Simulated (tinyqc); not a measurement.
What the corrections do to the levels: formation energy of a charged point defect from supercell energies. Computed by tinyqc, a small Python program. Command: `OMP_NUM_THREADS=1 python tinyqc.py 3020328 3020329 out.jsonl formation walk`. One thread of a shared host (Intel(R) Xeon(R) Processor @ 2.30GHz), about 0.01 s of CPU time with the checks.

The host is a compound AB. Making the defect adds n_A = -1, n_B = 0, n_X = 1 atoms to the cell. All total energies are inputs. E_F is counted from the valence-band maximum (VBM); x = 0 is A-rich and x = 1 B-rich growth.

Inputs (values chosen for the exercise, for a model compound AB):

| quantity | value | unit |
|---|---|---|
| E_VBM of the host cell | 6.254 | eV |
| potential alignment dV | 0.0063 | eV |
| dielectric constant eps | 9.83 | - |
| cell length L | 14.8 | angstrom |
| mu_A of the pure element | -3.001 | eV |
| formation enthalpy dH of AB | -0.924 | eV |
| growth condition x | 0.6 | - |
| mu_X of the pure element | -2.065 | eV |
| formation enthalpy of XB | -0.12 | eV |

Defect: impurity X on an A site. Supercell lattice: sc.

charge states q: 2  1  0  -1  -2

E(defect, q) - E(host), in the order of q (eV): -9.746  -2.311  4.689  12.61  20.75

Constants: e^2/(4 pi eps_0) = 14.39964548 eV angstrom.

Method:
- dmu_A = x dH and dmu_B = (1 - x) dH, so that dmu_A + dmu_B = dH; mu = mu(element) + dmu. The impurity is held at its solubility limit: dmu_X = min(0, dH(XB) - dmu_B).
- The reservoir term is sum n_i mu_i.
- Image-charge correction of a point charge in a neutralising background: E_corr = q^2 alpha e^2/(4 pi eps_0) / (2 eps L), alpha = 2.837297 for a sc array with L the cube root of the volume.
- E_f(q, E_F) = [E(defect, q) - E(host)] - sum n_i mu_i + q (E_VBM + dV + E_F) + E_corr(q).
- Levels eps(q/q-1) with the terms q dV and E_corr left out or kept.

E_f(q, 0) (eV): (q=+2) 1.84586, (q=+1) 2.59931, (q=0) 3.19860, (q=-1) 4.99971, (q=-2) 7.30066

E_corr (eV): (q=+2) 0.561657, (q=+1) 0.140414, (q=0) 0.000000, (q=-1) 0.140414, (q=-2) 0.561657

Levels above the VBM (eV):

| level | raw | with alignment | with image charge | with both |
|---|---|---|---|---|
| (+2/+1) | 1.181 | 1.1747 | 0.7598 | 0.7535 |
| (+1/0) | 0.746 | 0.7397 | 0.6056 | 0.5993 |
| (0/-1) | 1.667 | 1.6607 | 1.8074 | 1.8011 |
| (-1/-2) | 1.886 | 1.8797 | 2.3072 | 2.3009 |

What follows from these numbers?

Alignment moves every level by -dV = -0.006 eV. The image term moves eps(q/q-1) by (1 - 2q) E_corr(1): (+2/+1) by -0.421, (+1/0) by -0.140, (0/-1) by +0.140, (-1/-2) by +0.421 eV, donor levels down and acceptor levels up. It adds 2 E_corr(1) = 0.281 eV to every U.
